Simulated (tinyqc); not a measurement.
Changing the sheet density n_s: low-temperature mobility of a two-dimensional electron gas with static screening. Computed by tinyqc, a small Python program. Command: `OMP_NUM_THREADS=1 python tinyqc.py 3017490 3017491 out.jsonl twodeg sweep`. One thread of a shared host (Intel(R) Xeon(R) Processor @ 2.30GHz), about 0.06 s of CPU time with the checks.

One subband is filled, the gas is degenerate and scatters at the Fermi circle; one permittivity serves on both sides of the interface. All formulas are in SI units, masses times m_0. Piezoelectric and polar phonons are left out, and n_s is taken as set by a gate, independent of N_i.

Inputs (values chosen for the exercise, modelled on an InAs channel):
```
quantity                                        value    unit
in-plane mass m                                0.0294     m_0
mass across the layer m_z                       0.031     m_0
permittivity eps                                 15.2       -
valley degeneracy g_v                               1       -
depletion charge N_d                          3.2e+10  1/cm^2
roughness height Delta                           0.56      nm
correlation length Lambda                         3.1      nm
remote charge density N_i                     3.2e+10  1/cm^2
distance d of the charges from the interface       23      nm
density rho                                      5680  kg/m^3
sound velocity v_l                               4220     m/s
deformation potential D_A                           7      eV
temperature T                                     4.2       K
```

Wave function: ideal sheet. Roughness spectrum: Gaussian.

Constants: m_0 = 9.1093837015e-31 kg; e = 1.602176634e-19 C; eps_0 = 8.8541878128e-12 F/m; hbar = 1.054571817e-34 J s; k_B = 1.380649e-23 J/K.

Method:
- k_F = sqrt(2 pi n_s/g_v); E_F = hbar^2 k_F^2/(2 m); q_TF = g_v m e^2/(2 pi eps eps_0 hbar^2); Fang-Howard parameter b = [12 m_z e^2 (N_d + 11 n_s/32)/(eps eps_0 hbar^2)]^(1/3), mean depth 3/b; effective field F = e (N_d + n_s/2)/(eps eps_0).
- Form factors of a sheet of zero thickness: G(q) = 1, P(q) = exp(-q d). Dielectric function eps(q) = 1 + q_TF G(q)/q, with q = 2 k_F sin(theta/2).
- Roughness: <|U|^2> = (e F)^2 S(q), S = pi Delta^2 Lambda^2 exp(-q^2 Lambda^2/4).
- 1/tau_t = (m/(pi hbar^3)) int_0^pi (1 - cos theta) <|U|^2>/eps(q)^2 dtheta; the quantum rate 1/tau_q drops the factor (1 - cos theta); 200 Gauss-Legendre points in s with theta = pi s^2, s from 0 to 1; mu = e tau_t/m.
- Remote charges: <|U|^2> = N_i [e^2 P(q)/(2 eps eps_0 q)]^2.
- Unscreened deformation potential in equipartition: 1/tau = m D_A^2 k_B T I/(rho v_l^2 hbar^3), I = int |psi|^4 dz = 3 b/16 for the Fang-Howard function (used for both wave-function options); mu = e tau/m. Bloch-Grueneisen temperature T_BG = 2 hbar v_l k_F/k_B.
- At the Fermi circle the rates add, so 1/mu is the sum; sheet resistance 1/(n_s e mu); mean free path hbar k_F mu/e; the quantum time adds the rates 1/tau_q, with the isotropic acoustic rate e/(m mu).

One run for each value; columns: (1) sheet density n_s (1/cm^2); (2) mobility mu (cm^2/(V s)); (3) roughness mobility (cm^2/(V s)); (4) remote-charge mobility (cm^2/(V s)); (5) acoustic mobility (cm^2/(V s)); (6) Dingle ratio tau_t/tau_q:
```
(1)              (2)         (3)         (4)         (5)     (6)
1.50e+11  2.9431e+06  1.5106e+07  3.7758e+06  1.1442e+08  29.356
2.80e+11  3.3088e+06  5.2293e+06  9.9090e+06  9.9197e+07  24.477
5.10e+11  1.6685e+06  1.8282e+06  2.4669e+07  8.4524e+07   9.726
9.40e+11  6.3846e+05  6.5104e+05  6.2127e+07  7.0641e+07   3.428
1.70e+12  2.6810e+05  2.6980e+05  1.5159e+08  5.8781e+07   1.832
3.20e+12  1.3341e+05  1.3382e+05  3.9223e+08  4.8000e+07   1.644
5.90e+12  9.3034e+04  9.3263e+04  9.8290e+08  3.9315e+07   2.327
1.10e+13  7.9308e+04  7.9508e+04  2.5035e+09  3.2020e+07   4.437
2.00e+13  6.5063e+04  6.5225e+04  6.1393e+09  2.6268e+07   8.462
```

What does the table show, and why?

Over the rows, mobility mu (cm^2/(V s)) goes from 2.94e6 through a maximum among these rows, 3.31e6 at 2.80e11, to 65100; roughness mobility (cm^2/(V s)) falls from 1.51e7 to 65200 (exponent d ln y / d ln x -1.7 between the first rows and -0.33 between the last); remote-charge mobility (cm^2/(V s)) rises from 3.78e6 to 6.14e9 (exponent d ln y / d ln x about 1.5 throughout). The exponent of remote-charge mobility stays between 1.50 and 1.55, near 1.5: the k_F^3 law of remote charges. The lowest separate mobility is remote charges at 1.50e11, roughness from 2.80e11 to 2.00e13 per cm^2: faster electrons are deflected less by charges, while the field that presses them against the interface grows with n_s.

Caution (all rows): T is below the Bloch-Grueneisen temperature T_BG, so equipartition fails: the acoustic mobility is only a lower bound and the acoustic share of 1/mu is overstated. Caution (rows 2.80e11, 5.10e11, 9.40e11, 1.70e12, 3.20e12, 5.90e12, 1.10e13, 2.00e13): E_F exceeds 1.1 (hbar^2 e^2 F^2/2 m_z)^(1/3), of the order of the first subband spacing (1.75 times that in a triangular well, less with self-consistent band bending), so a second subband may fill. Caution (rows 1.70e12, 3.20e12, 5.90e12, 1.10e13, 2.00e13): E_F exceeds 100 meV in a band of small mass, where non-parabolicity and upper valleys, left out here, matter.

Extremes, crossings and ranges named in words are read from the listed rows.
